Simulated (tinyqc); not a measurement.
Froehlich polaron in a polar crystal: one step, computed by the program tinyqc.

One electron in a parabolic band of mass m*, coupled to dispersionless LO phonons in the continuum model. Energies are in units of hbar omega unless marked, wave numbers in k_0 = sqrt(2 m* omega/hbar).

Task: Mobility at low temperature. Scattering by absorption of an LO phonon: 1/tau = 2 alpha omega n, n = 1/(exp(hbar omega/(k_B T)) - 1); mu = e tau/m*, the weak-coupling result for k_B T well below hbar omega.

Inputs (values chosen for the exercise, for a model crystal): band mass m* = 0.361 m_0; LO phonon energy hbar omega = 32.6 meV; temperature T = 400 K.

coupling constant alpha = 0.8612485

Constants: k_B = 8.617333262e-05 eV/K; hbar = 6.582119569e-16 eV s; e = 1.602176634e-19 C; m_0 = 9.1093837015e-31 kg.

Give: phonon occupation n; lifetime tau; mobility.

Result:

phonon occupation n = 0.6350

lifetime tau = 18.46 fs

mobility = 89.93 cm^2/(V s)

Caution: this mobility formula holds for weak coupling and k_B T well below hbar omega, and it leaves out all other scattering.
